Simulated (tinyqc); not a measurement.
Heated strip on a layer stack, thermal resistances with spreading: one step of the calculation.

A long strip of width ws dissipates Pw per length on three layers over a heat sink. Heat is taken to spread at 45 degrees, so the width of the flow grows by twice the depth: w1 = ws + 2 t1, w2 = w1 + 2 t2, w3 = w2 + 2 t3 at the bottoms of the layers. This is a rule of thumb, not a solution of the heat equation.

Problem. Thermal resistances. Resistances times length: layer i, ln(w_i/w_(i-1))/(2 k_i) with w0 = ws; boundary, Rb/w1.

Inputs (values chosen for the exercise); conductivities close to those of gallium nitride (layer 1), silicon carbide (layer 2) and solder (layer 3): width of the heated strip ws = 0.67 um; thickness of layer 1 t1 = 0.64 um; conductivity of layer 1 k1 = 154 W/(m K); boundary resistance between layers 1 and 2 Rb = 12 m^2 K/GW; thickness of layer 2 t2 = 500 um; conductivity of layer 2 at 300 K k2 = 367 W/(m K); thickness of layer 3 t3 = 10 um; conductivity of layer 3 k3 = 53.3 W/(m K).

Give: resistance times length.

Solution.

resistance times length (K mm/W): layer 1 3.4685, boundary 6.1538, layer 2 8.5039, layer 3 0.18541

The largest part, 46.4 % of the sum, is layer 2.

Numbers from tinyqc (`OMP_NUM_THREADS=1 python tinyqc.py 2520061 2520062 out.jsonl`; about 0.01 s on one thread of a shared Intel Xeon 2.30GHz).
